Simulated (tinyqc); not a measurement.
# MOS capacitor on a p-type substrate, surface potential from the exact charge relation: what changes with what

Uniform p-type substrate, Boltzmann statistics, full ionisation, classical densities. psi is the surface potential against the body (positive when the bands bend down) and u = psi/Vt. Traps are spread evenly over the gap and neutral at flat band, so their charge is -q Dit psi; the minority quasi-Fermi level is shifted by Vb.

Values chosen for this exercise; band and dielectric values close to those of silicon: temperature T = 450 K; band gap Eg = 1.13 eV; relative permittivity eps_r = 11.5; conduction-band density of states at T Nc = 5.07e19 cm^-3; valence-band density of states at T Nv = 4.79e19 cm^-3; electron affinity chi = 4.11 eV; acceptor density of the substrate N = 6.1e16 cm^-3; relative permittivity of the gate insulator (close to aluminium oxide) eox = 9.02; insulator thickness tox = 19 nm; gate work function phiM = 4.21 eV; fixed charge at the interface, in units of q Nf = -3e11 cm^-2; density of interface traps Dit = 0 cm^-2 eV^-1; reverse bias of the inversion layer against the body Vb = 0.4 V.

Constants: q = 1.602176634e-19 C, kB = 1.380649e-23 J/K, Vt = kB T/q, eps0 = 8.8541878128e-14 F/cm where lengths are in cm. Results are converted to the units shown.

Each table varies one quantity; the others keep the values above.

## Capacitance-voltage curves

ni = sqrt(Nc Nv) exp(-Eg/(2 Vt)), Eg in volts; phiF = Vt ln(N/ni); Cox = eps0 eox/tox; Vfb = phiM - chi - (Eg - Vt ln(Nv/N)) - q Nf/Cox; Q0 = sqrt(2 eps0 eps_r q N Vt); r = (ni/N)^2 exp(-Vb/Vt); VT = Vfb + [(2 phiF + Vb)(1 + q Dit/Cox) + sqrt(2 eps0 eps_r q N (2 phiF + Vb))/Cox]. u = psi/Vt; F^2 = exp(-u) + u - 1 + r (exp(u) - u - 1); Qs = -sign(u) Q0 F; Cs = -dQs/dpsi = (Q0/Vt) |1 - exp(-u) + r (exp(u) - 1)|/(2 F). psi solves Vg = Vfb + psi + (q Dit psi - Qs)/Cox. Low frequency: 1/C_LF = 1/Cox + 1/(Cs + q Dit). High frequency, in the simple estimate in which traps and minority carriers do not follow: 1/C_HF = 1/Cox + 1/Cd, Cd being Cs with r = 0 at the same psi. Deep depletion: r = 0 and Dit = 0 both in the equation for psi and in Cs. Minority sheet density N_inv = (Q0/(2 q)) int_0^u r (exp(t) - 1)/F(t) dt for u > 0. N_inv under 1 cm^-2 is printed as 0. Regimes: accumulation when majority carriers gather, then depletion up to |psi| = phiF + Vb, weak inversion up to 2 phiF + Vb, strong inversion beyond.

Result of one run:
```
Vg (V),psi (V),C_LF/Cox,C_HF/Cox,C_deep/Cox,N_inv (cm^-2),regime
-0.3,0.21586,0.28423,0.28423,0.28423,57.810,depletion
```

What becomes of these results when the gate voltage against the body Vg is changed from -0.3 to 1.77 V, all else the same?

Result of the changed run:
```
Vg (V),psi (V),C_LF/Cox,C_HF/Cox,C_deep/Cox,N_inv (cm^-2),regime
1.77,1.2315,0.93340,0.13319,0.10795,2.2003e12,strong inversion
```

The whole series:
```
Vg (V),psi (V),C_LF/Cox,C_HF/Cox,C_deep/Cox,N_inv (cm^-2),regime
-1.54,-0.18477,0.90371,0.90371,0.90371,0,accumulation
-1.13,-0.13300,0.83194,0.83194,0.83194,0,accumulation
-0.72,-0.026624,0.60547,0.60547,0.60547,0,accumulation
-0.3,0.21586,0.28423,0.28423,0.28423,57.810,depletion
0.11,0.53155,0.19294,0.19293,0.19293,1.0910e5,depletion
0.53,0.87923,0.15900,0.15473,0.15471,6.4110e8,weak inversion
0.94,1.1302,0.73302,0.13840,0.13323,3.1036e11,strong inversion
1.35,1.1966,0.89413,0.13491,0.11876,1.1953e12,strong inversion
1.77,1.2315,0.93340,0.13319,0.10795,2.2003e12,strong inversion
2.18,1.2549,0.95079,0.13207,0.099816,3.2121e12,strong inversion
```

C_LF/Cox is lowest, 0.159, at Vg = 0.53 V (weak inversion) among the rows listed and is 0.951 in the last row, where C_HF/Cox is 0.132 and the deep-depletion value 0.0998. Vfb = -0.657 V, where C_HF/Cox = 0.547 (Cox in series with eps0 eps_r/LD), and VT = 0.691 V. Over the last two rows psi moves by only 0.057 V a volt of gate bias, since the inversion charge screens the body. In strong accumulation and inversion degeneracy and confinement, left out here, lower the capacitance.

## Effect of the gate work function on threshold and swing

ni = sqrt(Nc Nv) exp(-Eg/(2 Vt)), Eg in volts; phiF = Vt ln(N/ni); Cox = eps0 eox/tox; Vfb = phiM - chi - (Eg - Vt ln(Nv/N)) - q Nf/Cox; VT = Vfb + [(2 phiF + Vb)(1 + q Dit/Cox) + sqrt(2 eps0 eps_r q N (2 phiF + Vb))/Cox]. gamma = sqrt(2 eps0 eps_r q N)/Cox; Wm = sqrt(2 eps0 eps_r (2 phiF + Vb)/(q N)); m = 1 + (eps0 eps_r/Wm + q Dit)/Cox; swing m Vt ln 10; Cmin/Cox = 1/(1 + Cox Wm/(eps0 eps_r)).

The same in every row: 2 phiF (V) = 0.61081; gamma (V^0.5) = 0.33563; Wm (nm) = 145.13; m = 1.1669; swing (mV/decade) = 104.19; Cmin/Cox = 0.14304.

Effect of the gate work function on threshold and swing:
```
phiM (eV),Vfb (V),VT (V)
4.11,-0.75716,0.59109
4.31,-0.55716,0.79109
4.51,-0.35716,0.99109
4.71,-0.15716,1.1911
4.91,0.042842,1.3911
5.11,0.24284,1.5911
5.31,0.44284,1.7911
```

What does the comparison show?

As phiM goes from 4.11 to 5.31, VT rises from 0.591 to 1.79 V, the swing stays at 104 mV/decade and Cmin/Cox stays at 0.143. The whole change of VT is that of Vfb: the curve shifts rigidly.

tinyqc, about 0.01 s, one thread, Intel Xeon 2.30GHz (shared host): `OMP_NUM_THREADS=1 python tinyqc.py 2060064 2060065 out.jsonl`
